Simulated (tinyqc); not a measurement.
# Coupling and lever arm from microwave spectroscopy

Inverse problem. A charge qubit absorbs at h f = sqrt(ep^2 + 4 tc^2), ep = al (V - V0). Find al, V0 and tc.

Constants: q = 1.602176634e-19 C, h = 6.62607015e-34 J s. Results are converted to the units shown.

gate voltage (mV): 0.6465  0.769  0.867
resonance frequency Om/h (GHz): 3.5621865  3.1878453  5.1316637

Solution. (h f)^2 is a parabola in V: its curvature gives al, its vertex V0 and 4 tc^2.

al = 0.1200 eV/V
V0 = 0.7200 mV
tc = 5.900 ueV

Numbers from tinyqc (`OMP_NUM_THREADS=1 python tinyqc.py 2470022 2470023 out.jsonl`; about 0.01 s on one thread of a shared Intel Xeon 2.30GHz).
